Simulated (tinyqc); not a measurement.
Chip with leakage that grows with temperature, electro-thermal loop and runaway: one step of the calculation.

One temperature T for the device, T = T0 + Rth P(T), with P(T) = Pd + Pl (T/300 K)^2 exp[(q Ea/kB)(1/(300 K) - 1/T)]. The loop gain is Rth dP/dT; a solution is thermally stable when it is below one.

Problem. Loop gain and effective thermal resistance. P(T) = Pd + Pl (T/300 K)^2 exp[(q Ea/kB)(1/(300 K) - 1/T)]; P'(T) = (P - Pd)(2/T + q Ea/(kB T^2)); G = Rth P'. A small change of T0 changes T by 1/(1 - G) times as much.

Parameters, values chosen for the exercise:
```
symbol   value  unit                                  meaning
Pd          16     W  temperature-independent switching power
Pl      0.0932     W                   leakage power at 300 K
Ea        0.48    eV         activation energy of the leakage
Rth        1.9   K/W                       thermal resistance
```

Constants: q = 1.602176634e-19 C, kB = 1.380649e-23 J/K. Results are converted to the units shown.

converged T = 354.74715 K

Find: P; G; dT/dT0.

Solution.

P = 18.288 W
G = 0.21692
dT/dT0 = 1.2770

The feedback is positive: heating raises the power. A second, unstable solution lies at 419.8 K; above it the temperature runs away.

tinyqc, about 0.01 s, one thread, Intel Xeon 2.30GHz (shared host): `OMP_NUM_THREADS=1 python tinyqc.py 2520042 2520043 out.jsonl`
